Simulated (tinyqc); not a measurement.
Interface roughness in a thin film (subband fluctuation and scattering): sweeps and comparisons. A value that a table varies takes the place of the one given here.

Square well of width t, barriers V0, c = hbar^2/2m0: E1 solves k t + 2 atan[(k/mz)/(kappa/mb)] = pi, k = sqrt(mz E/c), kappa = sqrt(mb (V0 - E)/c). One interface is rough, so the subband edge fluctuates by G dt with G = |dE1/dt| (central difference of 0.01 angstrom; 2 E1/t for hard walls).

Gaussian roughness spectrum S(q) = pi D^2 Lc^2 exp(-q^2 Lc^2/4). Degenerate gas, taken to fill one subband (the second starts to fill once c kF^2/md exceeds E2 - E1, which is not tested here): kF = sqrt(2 pi Ns/gv), q = 2 kF sin(theta/2), 1/tau = (md/(2 pi c hbar)) G^2 times the integral from 0 to pi of S(q)(1 - cos theta)/eps(q)^2 dtheta, eps(q) = 1 + qs/q with screening (qs = gv md q0/(c eps), q0 = e^2/(4 pi eps0), form factors left out, which overstates the screening; other scattering is left out too, so these values lie far above measured mobilities in all but the thinnest films) or 1 without; mobility = tau c2/md with c2 = e/m0 = 1.75882e15 cm^2/(V s^2); 1e12/cm^2 = 1e-4/angstrom^2.

Constants: hbar^2/2m0 = 3.80998211 eV angstrom^2; hbar = 6.58211957e-16 eV s; e^2/(4 pi eps0) = 14.39964547 eV angstrom.

Inputs chosen for the exercise (near those of a thin Si channel on (100), two-fold valleys; shifted at random, so the results belong to these values and not to a real crystal): mz = 0.943 m0 (confinement mass); V0 = 2.96 eV (barrier); mb = 0.47 m0 (barrier mass); md = 0.191 m0 (mass in the plane); gv = 2 (valleys); D = 2.3 angstrom (rms height of the roughness); Lc = 36 angstrom (correlation length); Ns = 1.7 x 1e12/cm^2 (sheet density); eps = 8.1 (mean dielectric constant at the channel); ts = (19, 24, 29, 34, 42, 54, 71) angstrom (thicknesses); t = 34 angstrom (film thickness); Ll = (5, 10, 16, 25, 40, 65, 100) angstrom (correlation lengths).

## The sixth-power law

Screened mobility against thickness for the finite barrier and for hard walls.

Results:

| t (angstrom) | E1 (meV) | G (meV/angstrom) | mobility (cm^2/(V s)) | the same, hard walls |
|---|---|---|---|---|
| 19 | 93.4 | 9.019 | 7.30e+03 | 4.39e+03 |
| 24 | 60.6 | 4.716 | 2.67e+04 | 1.78e+04 |
| 29 | 42.4 | 2.766 | 7.75e+04 | 5.55e+04 |
| 34 | 31.4 | 1.759 | 1.92e+05 | 1.44e+05 |
| 42 | 20.9 | 0.959 | 6.46e+05 | 5.12e+05 |
| 54 | 12.9 | 0.463 | 2.77e+06 | 2.31e+06 |
| 71 | 7.6 | 0.208 | 1.37e+07 | 1.20e+07 |

With hard walls G goes as 1/t^3 and the mobility as t^6. With the finite barrier the local exponent is 5.55 at the thin end and 5.84 at the thick end, since the envelope leaks out and softens the dependence. The least value is 7.3e+03 cm^2/(V s). The gate field, which also presses carriers to the interface, is left out. Below about 20 angstrom the effective-mass picture is itself doubtful. Up to t = 29 angstrom G D exceeds half of EF - E1, where the Born rate fails.

## Correlation length

Fixed D; bare and screened mobility.

Results:

| Lc (angstrom) | kF Lc | bare mobility (cm^2/(V s)) | screened mobility (cm^2/(V s)) |
|---|---|---|---|
| 5 | 0.12 | 1.90e+05 | 5.74e+06 |
| 10 | 0.23 | 4.90e+04 | 1.48e+06 |
| 16 | 0.37 | 2.03e+04 | 6.20e+05 |
| 25 | 0.58 | 9.63e+03 | 2.98e+05 |
| 40 | 0.92 | 5.45e+03 | 1.77e+05 |
| 65 | 1.50 | 5.02e+03 | 1.92e+05 |
| 100 | 2.31 | 8.32e+03 | 5.23e+05 |

The bare mobility is lowest at Lc = 65 angstrom of those listed (kF Lc = 1.50). The screened mobility is lowest at Lc = 40 angstrom of those listed (kF Lc = 0.92). Short roughness averages out (mobility as 1/Lc^2; the first two rows give exponent -1.96), and long roughness deflects only by small angles (bare mobility rising as Lc; the last two rows give 1.17).

## What each parameter does

G, G D, and the screened mobility. Each row changes one parameter from the base and keeps the others.

Results:

| case | G (meV/angstrom) | G D (meV) | mobility (cm^2/(V s)) |
|---|---|---|---|
| base | 1.759 | 4.05 | 1.918e+05 |
| t = 30 angstrom | 2.513 | 5.78 | 9.399e+04 |
| D = 2.99 angstrom | 1.759 | 5.26 | 1.135e+05 |
| Lc = 44 angstrom | 1.759 | 4.05 | 1.681e+05 |
| Ns = 2.72 x 1e12/cm^2 | 1.759 | 4.05 | 1.826e+05 |
| mz = 1.084 m0 | 1.558 | 3.58 | 2.444e+05 |
| md = 0.22 m0 | 1.759 | 4.05 | 1.826e+05 |
| V0 = 2.07 eV | 1.711 | 3.94 | 2.027e+05 |
| eps = 9.7 | 1.759 | 4.05 | 1.437e+05 |

The largest shifts from the base row, up to three for each result and ties (the steps differ in size, so this ranks the rows, not the parameters). G (meV/angstrom): t +0.754, mz -0.201, V0 -0.048; unchanged at the printed digits by D, Lc, Ns, md and eps. G D (meV): t +1.73, D +1.21, mz -0.46; unchanged at the printed digits by Lc, Ns, md and eps. mobility (cm^2/(V s)): t -9.78e+04, D -7.83e+04, mz +5.26e+04. In the base case G D is 0.38 times EF - E1 = 10.7 meV.

Program tinyqc; command `OMP_NUM_THREADS=1 python tinyqc.py 1251401 1251402 out.jsonl`; about 0.01 s on one thread of a shared Intel(R) Xeon(R) Processor @ 2.30GHz.
